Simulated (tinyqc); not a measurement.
Inside a calculation: Boltzmann transport in a parabolic band with a power-law relaxation time. Values are carried at full precision from step to step, so a last printed digit may differ when a step is redone from the rounded ones.

F_j(eta) = (1/Gamma(j + 1)) integral_0^infinity x^j dx/(1 + exp(x - eta)), which tends to exp(eta) for eta << 0.

n = N F_1/2(eta) with N = 2 (m kB T/(4 pi c))^(3/2) with c = hbar^2/2m0, in 1/angstrom^3; times 1e24 for 1/cm^3, m = md.

Constants: hbar^2/2m0 = 3.80998211 eV angstrom^2; kB = 8.617333262e-05 eV/K.

Inputs chosen for the exercise (masses near those of InAs; tau0 is set for a mobility of the usual size at this n, kL is a free input; freeze-out and phonon drag, which matter near 77 K, are left out; not measured data): n = 1.6e+18 1/cm^3 (electron density); md = 0.026 m0 (density-of-states mass); T = 500 K; r = 0 (exponent of tau); tau0 = 60 fs (tau at E = kT); mc = 0.0258 m0 (conductivity mass); kL = 15 W/(m K) (lattice thermal conductivity).

## Reduced Fermi level

Solve for eta.

N = 2.264e+17 1/cm^3
eta = 4.2503

## Integrals for r = 0 (a constant relaxation time)

tau = tau0 x^r with x = E/kT. With K_j = Gamma(j + 1) F_j(eta): <tau> = tau0 (r + 3/2) K_(r+1/2)/((3/2) K_(1/2)); mu = <tau>/(mc m0/e), m0/e = 5.685630e-12 kg/C; Hall factor rH = (3/2) K_(1/2) (2r + 3/2) K_(2r+1/2)/((r + 3/2) K_(r+1/2))^2; Seebeck S = -(kB/e) [(r + 5/2) K_(r+3/2)/((r + 3/2) K_(r+1/2)) - eta]; Lorenz number L = (kB/e)^2 [(r + 7/2) K_(r+5/2)/((r + 3/2) K_(r+1/2)) - ((r + 5/2) K_(r+3/2)/((r + 3/2) K_(r+1/2)))^2]; kB/e in V/K. Valley anisotropy is left out of rH.

Evaluate F_j and K_j for j = 1/2, r + 1/2, r + 3/2, r + 5/2 and 2r + 1/2 (each value once).

F_j and K_j:

| j | F_j | K_j |
|---|---|---|
| 0.5 | 7.0683 | 6.2641 |
| 1.5 | 14.960 | 19.887 |
| 2.5 | 24.998 | 83.078 |

## Transport coefficients

Form the ratios; u is the mean energy carried, in kT.

<tau>/tau0 = 1.000
rH = 1.000
u = 5.291
S = -89.7 microvolt/K
L = 2.190 1e-8 W ohm/K^2

The non-degenerate limits are rH = 1.000, u = r + 5/2 = 2.5 and L = (r + 5/2)(kB/e)^2 = 1.856; the degenerate ones are rH = 1 and L = 2.443.

## Mobility, conductivity and figure of merit

mu = <tau>/(mc m0/e) with m0/e = 5.685630e-12 kg/C; sigma = e n mu, e = 1.602176634e-19 C; Hall mobility rH mu; power factor S^2 sigma; ZT = S^2 sigma T/(kL + L sigma T), all in SI units.

mu = 4.09e+03 cm^2/(V s)
Hall mobility = 4.09e+03 cm^2/(V s)
sigma = 1.05e+03 S/cm
power factor = 0.844 mW/(m K^2)
electronic thermal conductivity = 1.15 W/(m K)
ZT = 0.026

A Hall measurement read with rH = 1 would give a density of 1.60e+18 1/cm^3. Electrons carry 7.1 % of the heat.

## Checks

- Seebeck coefficient against direct integration over -df/dE (microvolt/K): both -89.69.

(tinyqc, `OMP_NUM_THREADS=1 python tinyqc.py 1682379 1682380 out.jsonl`, Intel(R) Xeon(R) Processor @ 2.30GHz, 1 thread, shared host, about 0.01 s.)
